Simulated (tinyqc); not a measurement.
Band-to-band tunnelling and avalanche in a reverse-biased abrupt junction: one step, computed by the program tinyqc. Command: `OMP_NUM_THREADS=1 python tinyqc.py 3021083 3021084 out.jsonl zener walk`. One thread of a shared host (Intel(R) Xeon(R) Processor @ 2.30GHz), about 0.01 s of CPU time with the checks.

Direct Kane tunnelling in the local field (for indirect gaps the mass is an effective fit) and one ionisation coefficient for both carriers. N is the doping of the light side, or N_A N_D/(N_A + N_D) for the symmetric junction; the built-in voltage is taken as E_g/e.

Problem. Junction at the given bias. E_g(T) = E_g - (T - 300 K)(-dE_g/dT); b(T) = b [1 + (rise)(T - 300 K)]; w = sqrt(2 eps eps_0 (V_R + E_g/e)/(e N)); F_m = 2 (V_R + E_g/e)/w; the field falls linearly from F_m to 0 across w.

Inputs (values chosen for the exercise, modelled on In0.53Ga0.47As):
```
quantity                                    value    unit
band gap at 300 K, E_g                       0.73      eV
gap narrowing with temperature, -dE_g/dT     0.34   meV/K
permittivity eps                             13.9       -
effective doping N                        4.5e+17  1/cm^3
reverse bias V_R                             0.59       V
temperature T                                 200       K
```

Junction: one-sided.

Constants: eps_0 = 8.8541878128e-12 F/m; e = 1.602176634e-19 C.

Give: E_g(T); depletion width w; peak field F_m; shortest tunnelling distance E_g/(e F_m).

Solution.

E_g(T) = 0.764 eV

depletion width w = 67.990 nm

peak field F_m = 0.39829 MV/cm

shortest tunnelling distance E_g/(e F_m) = 19.182 nm
